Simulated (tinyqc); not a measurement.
Free-carrier optics of a doped semiconductor (Drude model with one polar phonon): sweeps and comparisons. A value that a table varies takes the place of the one given here.

eps(E) = ei [1 - Ep^2/(E^2 + i E Gam)] + (es - ei) wT^2/(wT^2 - E^2 - i E gT), with Ep^2 = 8 pi c (e^2/(4 pi eps0)) N/(m ei), c = hbar^2/2m0, N in 1/angstrom^3 (1e-24 per 1/cm^3); Gam = hbar/tau, tau = mu m m0/e with m0/e = 5.685630e-12 kg/C and mu in m^2/(V s). Energies in meV.

n + i k = sqrt(eps1 + i eps2) with k >= 0; R = ((n - 1)^2 + k^2)/((n + 1)^2 + k^2) at normal incidence from vacuum; alpha = 2 E k/(hbar c), times 1e8 for 1/cm; loss function Im(-1/eps) = eps2/(eps1^2 + eps2^2).

Constants: hbar^2/2m0 = 3.80998211 eV angstrom^2; e^2/(4 pi eps0) = 14.39964547 eV angstrom; hbar = 6.58211957e-16 eV s; hbar c = 1973.269805 eV angstrom.

Parameters, chosen for this exercise (mass and dielectric values near those of InSb; N and mu are free inputs; interband absorption and the rise of the mass with filling are left out; the results hold for these values, not for the real material):

| symbol | value | unit | meaning |
|---|---|---|---|
| m | 0.0135 | m0 | conductivity mass |
| ei | 15.53 |  | high-frequency dielectric constant |
| wT | 22 | meV | TO phonon |
| es | 16.82 |  | static dielectric constant |
| N | 2.4e+16 | 1/cm^3 | carrier density |
| mu | 28000 | cm^2/(V s) | mobility |
| gT | 0.6 | meV | phonon damping |
| E | 28.5 | meV | photon energy |

## The coupled modes against doping

L-, L+ solve E^4 - (wL^2 + Ep^2) E^2 + Ep^2 wT^2 = 0, wL = wT sqrt(es/ei); damping left out; energies in meV.

Modes:

| N (1/cm^3) | Ep | L- | L+ | Ep sqrt(ei/es) |
|---|---|---|---|---|
| 2.0e+15 | 3.63 | 3.48 | 22.92 | 3.48 |
| 8.0e+15 | 7.25 | 6.94 | 22.99 | 6.97 |
| 2.0e+16 | 11.47 | 10.89 | 23.18 | 11.02 |
| 5.0e+16 | 18.13 | 16.60 | 24.03 | 17.42 |
| 8.0e+16 | 22.94 | 19.49 | 25.90 | 22.04 |
| 2.0e+17 | 36.27 | 21.50 | 37.11 | 34.85 |
| 3.0e+17 | 44.42 | 21.71 | 45.01 | 42.68 |
| 8.0e+17 | 72.54 | 21.91 | 72.84 | 69.70 |
| 2.0e+18 | 114.69 | 21.97 | 114.87 | 110.20 |

wL = 22.90 meV

What does this show, and why?

At low density L- follows Ep sqrt(ei/es) (3.48 against 3.48), a plasmon screened by the lattice, and L+ starts at wL. At the highest density L- has come within 0.03 meV of wT, since the carriers screen the field that lifts wL, and L+ is within 0.18 meV of Ep. The branches are closest, 6.41 meV, at 8e+16 1/cm^3 of those listed. The mass is held fixed, while in a real band it rises with filling.

## Reflectance across the plasma edge

Spectrum:

| E (meV) | eps1 | eps2 | R | alpha (1/cm) |
|---|---|---|---|---|
| 1.3 | -204.61 | 521.69 | 0.909 | 2.58e+03 |
| 3.8 | -86.05 | 82.95 | 0.873 | 3.90e+03 |
| 6.3 | -33.02 | 24.30 | 0.826 | 3.88e+03 |
| 8.8 | -11.17 | 9.85 | 0.707 | 3.22e+03 |
| 10.7 | -2.57 | 5.69 | 0.455 | 2.28e+03 |
| 12.6 | 2.87 | 3.59 | 0.183 | 1.19e+03 |
| 13.8 | 5.39 | 2.78 | 0.192 | 813 |
| 15.7 | 8.57 | 1.97 | 0.249 | 533 |
| 18.8 | 13.52 | 1.51 | 0.330 | 391 |
| 25.1 | 7.47 | 0.90 | 0.218 | 420 |
| 37.7 | 13.15 | 0.16 | 0.322 | 81.8 |
| 62.8 | 14.73 | 0.03 | 0.344 | 26.7 |

How do the results move?

Ep = 12.6 meV and Gam = 3.1 meV. R is 0.909 at the lowest energy and lowest, 0.183, at 12.6 meV of those listed; without damping and phonon it would vanish at Ep sqrt(ei/(ei - 1)) = 13.0 meV. At the highest energy R is 0.344, against 0.354 for ei alone. Between the last two rows alpha goes as E^-2.19, where the Drude limit far above Ep and Gam is E^-2; Gam and the phonon term both still act in these rows. The phonon adds its own band of high reflectance between wT = 22 meV and about wL = 22.9 meV, which the rows may miss.

## What moves the optical constants

At the energy E. Each row changes one parameter from the base and keeps the others.

Results:

| case | Ep (meV) | Gam (meV) | R | alpha (1/cm) |
|---|---|---|---|---|
| base | 12.56 | 3.06 | 0.2821 | 186 |
| N = 3.6e+16 1/cm^3 | 15.39 | 3.06 | 0.2539 | 277 |
| m = 0.0162 m0 | 11.47 | 2.55 | 0.2905 | 139 |
| mu = 16800 cm^2/(V s) | 12.56 | 5.10 | 0.2834 | 275 |
| ei = 16.31 | 12.26 | 3.06 | 0.3138 | 146 |
| E = 34.2 meV | 12.56 | 3.06 | 0.3132 | 104 |

What does this show?

The largest shifts from the base row, up to three for each result and ties (the steps differ in size, so this ranks the rows, not the parameters). Ep (meV): N +2.82, m -1.09, ei -0.30; unchanged at the printed digits by mu and E. Gam (meV): mu +2.04, m -0.51; unchanged at the printed digits by N, ei and E. R: ei +0.0317, E +0.0311, N -0.0282. alpha (1/cm): N +91.0, mu +89.0, E -81.1.

Run: tinyqc, `OMP_NUM_THREADS=1 python tinyqc.py 1681256 1681257 out.jsonl`; Intel(R) Xeon(R) Processor @ 2.30GHz, one thread, shared host; about 0.01 s of CPU time with all checks.
